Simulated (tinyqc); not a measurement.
Short-channel transistor, virtual-source model with series resistance: course of the iteration: current through the series resistance.

The current per gate width is the charge at the top of the source barrier (the virtual source) times its velocity times a saturation function; al and be are fitting constants of the model. Units: I in uA/um, Rs in ohm um, so I Rs = 1e-6 I Rs in volts; Q in uC/cm^2, so I = 1e-4 Q vx0 Fsat with vx0 in cm/s.

Intrinsic voltages Vg' = Vgs - I Rs, Vd' = Vds - 2 I Rs. n = n0 + nd Vd', VT = VT0 - dl Vd', Ff = 1/(1 + exp((Vg' - VT + al Vt/2)/(al Vt))), Q = Cinv n Vt ln(1 + exp((Vg' - VT + al Vt Ff)/(n Vt))), Vdsat = (vx0 L/mu)(1 - Ff) + Vt Ff, Fsat = u/(1 + u^be)^(1/be) with u = Vd'/Vdsat, and I(out) = Q vx0 Fsat per width. (Fsat takes the sign of u.) I(new) = I(out).

Stop when I changes by less than 1e-7 uA/um, or after 30 iterations.

Inputs (values chosen for the exercise):
```
symbol,value,unit,meaning
T,300,K,temperature
Cinv,3.11,uF/cm^2,inversion capacitance
vx0,1.49e7,cm/s,velocity at the virtual source
mu,130,cm^2/(V s),apparent mobility
L,65,nm,channel length
VT0,0.43,V,threshold at zero drain voltage
dl,0.141,V/V,drain-induced barrier lowering
n0,1.2,,subthreshold factor
nd,0,1/V,growth of n with drain voltage
al,3.5,,threshold shift (in units of Vt) from weak to strong inversion
be,1.6,,sharpness of saturation
Rs,250,ohm um,series resistance of each contact
Vgs,1.2,V,gate voltage
Vds,0.1,V,drain voltage
```

Constants: q = 1.602176634e-19 C, kB = 1.380649e-23 J/K, Vt = kB T/q. Results are converted to the units shown.

I at the start = 0 uA/um

Course of the iteration:
```
iteration	I (uA/um)	|change| (uA/um)
1	475.886	476
2	-520.587	996
3	1797.82	2320
4	-680.158	2480
5	2192.85	2870
6	-369.478	2560
7	1415.56	1790
8	-900.931	2320
9	2721.14	3620
...	...	...
22	-199.625	2610
23	981.027	1180
24	-946.098	1930
25	2826.46	3770
26	-19.5202	2850
27	524.462	544
28	-590.347	1110
29	1971.76	2560
30	-548.751	2520
```

Did this iteration meet its convergence test, and what does its course show?

No. Not converged within 30 iterations. The value swings from side to side without settling. At the solution, 139.2 uA/um, the slope dI(out)/dI is -2.34: its size exceeds one, so plain substitution moves away from the root. A rerun with Newton steps converges in 4 iterations.

tinyqc, about 0.01 s, one thread, Intel Xeon 2.30GHz (shared host): `OMP_NUM_THREADS=1 python tinyqc.py 2380055 2380056 out.jsonl`
